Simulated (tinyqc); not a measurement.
Pair of shallow donors (hydrogen-like orbitals), step by step. Values are carried at full precision from step to step, so a last printed digit may differ when a step is redone from the rounded ones.

Each donor has the orbital exp(-r/a); energy unit Ha* = q/(eps a), q = e^2/(4 pi eps0), so that a lone donor is bound by Ha*/2; x = R/a. One electron: S = (1 + x + x^2/3) exp(-x), j = 1/x - (1 + 1/x) exp(-2x), k = (1 + x) exp(-x); levels E(+/-) = -1/2 - (j +/- k)/(1 +/- S) in Ha*, without the repulsion of the ions, split by D = |E(-) - E(+)|. In six valleys the overlaps S and k are multiplied by v = [cos(K Rx) + cos(K Ry) + cos(K Rz)]/3, K = k0 (2 pi/a_lat), for isotropic envelopes and the symmetric valley state.

Constants: e^2/(4 pi eps0) = 14.39964547 eV angstrom; hbar = 6.58211957e-16 eV s.

Values chosen for the exercise (near those of two donors in Si; shifted at random, so the results belong to these values and not to a real crystal): a = 17.4 angstrom (orbital radius); eps = 11.2 (dielectric constant); n = (18, 3, 0) a_lat (separation vector); a_lat = 5.431 angstrom (lattice constant); k0 = 0.856 2 pi/a_lat (valley position); dV = 0.67 D (detuning between the donors, in units of D).

## Distance and integrals

Give Ha*, R, x, S, j, k and v.

Ha* = 73.890 meV
R = 99.11 angstrom
x = 5.6958

S, j, k: [0.05884, 0.17556, 0.02250]

v = -0.2492

## One electron on two donors

Give both levels, the splitting D = |E(-) - E(+)| and the tunnelling frequency D/(2 pi hbar).

E(+), E(-) (meV): [-49.689, -50.138]

D = 0.4483 meV
frequency = 108.4 GHz

The second ion deepens the mean level by 12.97 meV, against Ha*/x = 12.97 meV for a point charge. Without the valley factor D would be 1.8 meV; v is negative, so the odd combination lies lower.

## Detuning by a gate

Two-level picture for one electron: with detuning u = dV D the splitting is sqrt(D^2 + u^2) and the lower state has weight (1 + u/sqrt(D^2 + u^2))/2 on the lower donor; the field needed is u/(e R), 1 meV/angstrom = 100 kV/cm.

splitting = 0.5396 meV
weight = 0.778
field = 0.303 kV/cm

## Two electrons and exchange

Two electrons, Heitler-London: with S' = (1 - x + x^2/3) exp(x), C = 1/x - exp(-2x)(1/x + 11/8 + 3x/4 + x^2/6), X = (1/5){exp(-2x)(25/8 - 23x/4 - 3x^2 - x^3/3) + (6/x)[S^2 (0.5772157 + ln x) + S'^2 Ei(-4x) - 2 S S' Ei(-2x)]}, Q = C - 2j + 1/x and A = X - 2 S k + S^2/x, the singlet and triplet lie at (Q +/- w A)/(1 +/- w S^2) from two lone donors, with the valley weight w = v^2; the exchange is J = triplet - singlet.

Give C, X, Q, A and J.

C, X, Q, A (Ha*): [0.1754, 0.001302, -0.0001002, -0.0007381]

J = 6.77 micro-eV

A swap of the two spins takes pi hbar/J = 0.305 ns (hbar = 6.58212e-16 eV s). Against the one-electron splitting D = 0.448 meV, J/D = 0.015: exchange needs both electrons to tunnel and falls as exp(-2x), D as exp(-x).

## Checks

- Heitler-London binding at x = 1.6425 against the known 0.1160 hartree: both 0.1160.
- Overlap S by quadrature in spheroidal coordinates against the formula: both 0.05884.

(tinyqc, `OMP_NUM_THREADS=1 python tinyqc.py 1280705 1280706 out.jsonl`, Intel(R) Xeon(R) Processor @ 2.30GHz, 1 thread, shared host, about 0.01 s.)
